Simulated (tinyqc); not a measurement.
# Single-band model of a thermoelectric material, step by step

A worked calculation. Computed by tinyqc, a small Python program that keeps every step. Command: `OMP_NUM_THREADS=1 python tinyqc.py 3015954 3015955 out.jsonl thermo walk`. One thread of a shared host (Intel(R) Xeon(R) Processor @ 2.30GHz), about 0.01 s of CPU time with the checks. Intermediate numbers are printed to about 6 digits and carried at full precision; extremes and crossings named in words are read from the listed rows.

One spherical band, one scattering law, no minority carriers and no phonon drag. In a real material minority carriers limit |S| to about E_g/(2 e T), so larger values are formal. eta = E_F/(k_B T) is counted from the band edge; f = 1/(1 + exp(x - eta)).

Inputs (values chosen for the exercise, modelled on n-type Mg2Si): density-of-states mass m = 0.95 m_0; non-parabolicity alpha = 1 1/eV; mobility parameter mu_300 = 430 cm^2/(V s); temperature exponent p = 1.5; lattice thermal conductivity kappa_L = 4 W/(m K); carrier density n = 2.1e+19 1/cm^3; temperature T = 770 K.

Band: Kane. Scattering: acoustic phonons, r = -0.5.

Constants: m_0 = 9.1093837015e-31 kg; k_B = 1.380649e-23 J/K; hbar = 1.054571817e-34 J s; k_B = 8.617333262e-05 eV/K; e = 1.602176634e-19 C.

## Fermi level

With x = E/(k_B T), a = alpha k_B T (0 for a parabolic band), G = x (1 + a x), D = 1 + 2 a x and <y> = int y f (1 - f) dx, f = 1/(1 + exp(x - eta)): tau = tau_0 G^r/D; transport function s = G^(3/2 + r)/D^2; n = N_0 <G^(3/2)> with N_0 = (2 m k_B T)^(3/2)/(3 pi^2 hbar^3). Integrals over x = E/(k_B T) use 160 Gauss-Legendre points in u = sqrt(x) from 0 to sqrt(max(eta, 0) + 32). Solve for eta.

N_0 = 7.18746e+19 1/cm^3

reduced Fermi level eta = -1.69377

## Transport integrals

The formulas are those given above.

<s> = 0.122089

<x s> = 0.223470

<x^2 s> = 0.607900

<G^(3/2)> = 0.292176

<G^(3/2 + 2r)/D^4> = 0.0802546

## Coefficients

sigma = e mu_0 N_0 <s> with mu_0 = e tau_0/m = mu_300 (T/300 K)^(-p); |S| = (k_B/e)(<x s>/<s> - eta); Lorenz number L = (k_B/e)^2 (<x^2 s>/<s> - (<x s>/<s>)^2); kappa_e = L sigma T; zT = S^2 sigma T/(kappa_L + kappa_e). Hall factor r_H = <G^(3/2)> <G^(3/2 + 2r)/D^4>/<s>^2; drift mobility sigma/(n e) with n = N_0 <G^(3/2)>; power factor S^2 sigma.

conductivity sigma = 147.021 S/cm

Seebeck coefficient |S| = 303.688 microvolt/K

Lorenz number L = 1.20956 1e-8 V^2/K^2

drift mobility = 43.6967 cm^2/(V s)

Hall factor r_H = 1.57310

power factor = 13.5592 microwatt/(cm K^2)

kappa_e = 0.136929 W/(m K)

zT = 0.252374

L is 50 % of the degenerate value pi^2/3 (k_B/e)^2 = 2.443. The charge carriers transport 3 % of the heat.

## Best doping

Quality factor B = (k_B/e)^2 e mu_0 N_0 T/kappa_L; zT and the power factor are maximised over eta between -8 and 30.

quality factor B = 0.172138

eta of the largest zT = -0.341854

density of the largest zT = 7.14570e+19 1/cm^3

largest zT = 0.325550

|S| at the largest zT = 203.489 microvolt/K

eta of the largest power factor = -0.0284993

density of the largest power factor = 9.27684e+19 1/cm^3

largest power factor = 19.0553 microwatt/(cm K^2)

The sample is underdoped by a factor 3.40 and reaches 78 % of the best zT. zT peaks at a density 1.30 times lower than the power factor, because kappa_e grows with n.

## Against the Fermi level

The formulas are those given above.

The same material at other dopings:
```
eta   n (1/cm^3)  |S| (microvolt/K)  sigma (S/cm)  power factor (microwatt/(cm K^2))        zT
-4   2.19693e+18            496.139         15.99                             3.9367  0.075507
-3   5.91422e+18            411.218         42.72                             7.2233  0.137706
-2   1.56744e+19            328.309        110.94                            11.9573  0.224422
-1   4.00319e+19            250.144        269.90                            16.8882  0.305435
0    9.49455e+19            181.363        579.26                            19.0533  0.319779
1    2.01165e+20            126.601       1040.63                            16.6790  0.248857
2    3.75738e+20             87.006       1564.00                            11.8395  0.153291
4    9.65279e+20             42.106       2459.88                             4.3612  0.043639
6    1.91378e+21             22.183       3047.34                             1.4996  0.012672
10   5.09047e+21              8.159       3670.04                             0.2443  0.001760
```

|S| falls and sigma rises with eta, so their product S^2 sigma peaks: among these rows at eta = 0, and zT at eta = 0, where |S| = 181 microvolt/K. zT stays above 90 % of its best row from n = 4.0e19 to 9.5e19 per cm^3.

Checks made by the program: n recomputed from eta (relative difference below 1e-10).
